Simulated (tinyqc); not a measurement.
Undoped symmetric double-gate MOSFET, analytic potential model: two steps of the calculation.

An undoped body of thickness ts between two equal insulators and tied gates; long channel, electrons only, n = ni exp((psi - V)/Vt) with V the quasi-Fermi potential (0 at the source, Vd at the drain), constant mobility, no quantisation. Across the body psi(x) = V - 2 Vt ln[(ts/(2 beta)) sqrt(q ni/(2 eps0 eps_r Vt)) cos(2 beta x/ts)], x from the centre. Q is the electron charge per area of the whole body.

Inputs (values chosen for the exercise); material values those of a made-up semiconductor:
- T = 273 K (temperature)
- Eg = 1.2 eV (band gap)
- eps_r = 9.88 (relative permittivity of the semiconductor)
- Nc = 2.98e19 cm^-3 (conduction-band density of states at T)
- Nv = 2.67e19 cm^-3 (valence-band density of states at T)
- eox = 3.96 (relative permittivity of the gate insulator)
- tox = 0.9 nm (insulator thickness)
- ts = 15 nm (body thickness)
- dphi = 0.19 V (gate work function less that of the intrinsic body)
- mu = 200 cm^2/(V s) (channel mobility)
- L = 0.1 um (gate length)
- Vd = 0.5 V (drain voltage)

Constants: q = 1.602176634e-19 C, kB = 1.380649e-23 J/K, Vt = kB T/q, eps0 = 8.8541878128e-14 F/cm where lengths are in cm. Results are converted to the units shown.

Question 1. Constants of the body. ni = sqrt(Nc Nv) exp(-Eg/(2 Vt)), Eg in volts; r = eps_r tox/(eox ts); V0 = dphi + 2 Vt ln[(2/ts) sqrt(2 eps0 eps_r Vt/(q ni))].

Wanted: ni; r; V0.

Answer 1.

ni = 2.3655e8 cm^-3
r = 0.14970
V0 = 0.69300 V

Question 2. Charges and drain current. beta (between 0 and pi/2) solves (Vg - V0 - V)/(2 Vt) = ln(beta) - ln(cos beta) + 2 r beta tan(beta). Q = 8 eps0 eps_r Vt beta tan(beta)/ts; I = mu (1/L)(4 eps0 eps_r/ts)(2 Vt)^2 [g(beta_s) - g(beta_d)] per width, g = beta tan(beta) - beta^2/2 + r beta^2 tan^2(beta), with beta_s at V = 0 and beta_d at V = Vd.

beta_s = 1.3936922
beta_d = 0.0019747850
r = 0.14969697

Wanted: Qs; Qd; g(beta_s); g(beta_d); I.

Answer 2.

Qs = 854.7 nC/cm^2
Qd = 4.280e-4 nC/cm^2
g(beta_s) = 15.89
g(beta_d) = 1.950e-6
I = 164.1 uA/um

The term r beta^2 tan^2(beta), which gives the square law, makes up 57.1 % of g at the source.

Program tinyqc, `OMP_NUM_THREADS=1 python tinyqc.py 2440158 2440159 out.jsonl`; Intel Xeon 2.30GHz, shared host, one thread, about 0.03 s.
